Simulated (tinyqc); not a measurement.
Tersoff bond-order potential. Changing the h. Computed by tinyqc, a small Python program. Command: `OMP_NUM_THREADS=1 python tinyqc.py 3005653 3005654 out.jsonl tersoff sweep`. One thread of a shared host (Intel(R) Xeon(R) Processor @ 2.30GHz), about 0.02 s of CPU time with the checks.

E = (1/2) sum_(i, j != i) [A exp(-lambda r_ij) - b_ij B exp(-mu r_ij)], b_ij = (1 + (beta zeta_ij)^n)^(-1/(2n)), zeta_ij = sum_(k != i, j) g(theta_ijk), g = 1 + c^2/d^2 - c^2/(d^2 + (h - cos theta)^2), with theta at atom i. Only nearest neighbours count (cut-off function 1 for them, 0 beyond).

Inputs (values chosen for the exercise, modelled on silicon): A = 1799.8 eV; B = 462.97 eV; lambda = 2.4799 1/angstrom; mu = 1.7322 1/angstrom; beta = 1.02e-06; n = 0.7863; c = 101300; d = 16.43.

Constants: 1 eV/angstrom^3 = 160.2176634 GPa.

Method:
- zeta = 3 g(cos theta = -1/3).
- With z equal bonds of order b, r = ln(lambda A/(mu b B))/(lambda - mu) and E per atom = -(z/2) b B exp(-mu r)(1 - mu/lambda).
- a0 = 4 r/sqrt3; B0 = phi''(r)/(3 a0) with phi'' = mu (lambda - mu) b B exp(-mu r), since b does not change under uniform scaling.
- Second derivatives of the energy per atom, volume V = a0^3/8: e_xx gives C11; e_xx = -e_yy gives 2 (C11 - C12); e_xy = e_yx = s/2 with a sublattice shift u_z gives C44 = (E_ss - E_su^2/E_uu)/V and Kleinman's parameter |E_su/E_uu|/(a0/4).
- Each of the four neighbours loses one bond; its three other bonds now have zeta = 2 g, for the direction that starts at it. E_v = -E + 12 x (1/2)(b(3g) - b(2g)) B exp(-mu r), where -E is the pair-like cost.

One run for each value; columns: (1) h; (2) bond order b; (3) energy per atom of the diamond lattice (eV); (4) C44 (GPa); (5) unrelaxed vacancy energy E_v (eV); (6) Kleinman's parameter:
```
(1)        (2)      (3)     (4)     (5)      (6)
-0.75  0.92516  -4.0430   50.38  3.2176  0.77273
-0.70  0.93770  -4.2277   54.78  3.5097  0.74932
-0.65  0.94970  -4.4098   59.41  3.8055  0.72378
-0.60  0.96102  -4.5865   64.30  4.0997  0.69547
-0.55  0.97148  -4.7542   69.55  4.3852  0.66316
-0.50  0.98088  -4.9085   75.42  4.6533  0.62445
-0.40  0.99538  -5.1534   93.54  5.0887  0.49495
-0.35  0.99947  -5.2238  124.08  5.2162  0.28788
-0.30  0.99844  -5.2060   91.83  5.1838  0.42106
```

Give the missing row, h = -0.45.

Computed row; columns: (1) h; (2) bond order b; (3) energy per atom of the diamond lattice (eV); (4) C44 (GPa); (5) unrelaxed vacancy energy E_v (eV); (6) Kleinman's parameter:
```
(1)        (2)      (3)    (4)     (5)      (6)
-0.45  0.98897  -5.0441  82.62  4.8928  0.57383
```

Interpolating between the two neighbouring rows (linearly) misses most in Kleinman's parameter, by 2.5 %. Over the rows, bond order b goes from 0.925 through a maximum among these rows, 0.999 at -0.350, to 0.998; energy per atom of the diamond lattice (eV) goes from -4.04 through a minimum among these rows, -5.22 at -0.350, to -5.21; C44 (GPa) goes from 50.4 through a maximum among these rows, 124 at -0.350, to 91.8. zeta of the diamond lattice is least when h equals cos(109.47 degrees) = -1/3; there the bond order is highest and a vacancy gains least from stronger back bonds.

Extremes, crossings and ranges named in words are read from the listed rows.
